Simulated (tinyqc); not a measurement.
Inside a calculation. Method: tight binding, honeycomb lattice. One step of it, computed by the program tinyqc.

Question. Levels at k. Diagonalise the Hermitian matrix.

H(k) at k (eV):
```
,A,B
A,1.090000,-1.191301+0.551941i
B,-1.191301-0.551941i,-1.090000
```

Give: eigenvalues; weights |c|^2 of the basis functions.

Answer.

eigenvalues (eV): -1.7064  1.7064

weights |c|^2 of the basis functions:
```
,band 1,band 2
A,0.1806,0.8194
B,0.8194,0.1806
```
